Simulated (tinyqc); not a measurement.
Trap density from the barrier height.

Problem. In a partly depleted grain with all boundary traps filled, 2 N W = Qt and VB = q N W^2/(2 eps0 eps_r). Find Qt, W and the doping at which VB would equal Vt.

Inputs (values chosen for the exercise): temperature T = 300 K; relative permittivity eps_r = 11.7.

Constants: q = 1.602176634e-19 C, kB = 1.380649e-23 J/K, Vt = kB T/q, eps0 = 8.8541878128e-14 F/cm where lengths are in cm. Results are converted to the units shown.

doping = 1.2e18 cm^-3
barrier height = 0.16496983 V

Answer. Eliminating W gives VB = q Qt^2/(8 eps0 eps_r N), which falls as 1/N.

Qt = 3.20e12 cm^-2
W = 13.3 nm
doping for VB = Vt = 7.66e18 cm^-3

Computed by the program tinyqc: `OMP_NUM_THREADS=1 python tinyqc.py 2830167 2830168 out.jsonl`, one thread of a shared Intel Xeon 2.30GHz, about 0.01 s for the whole run.
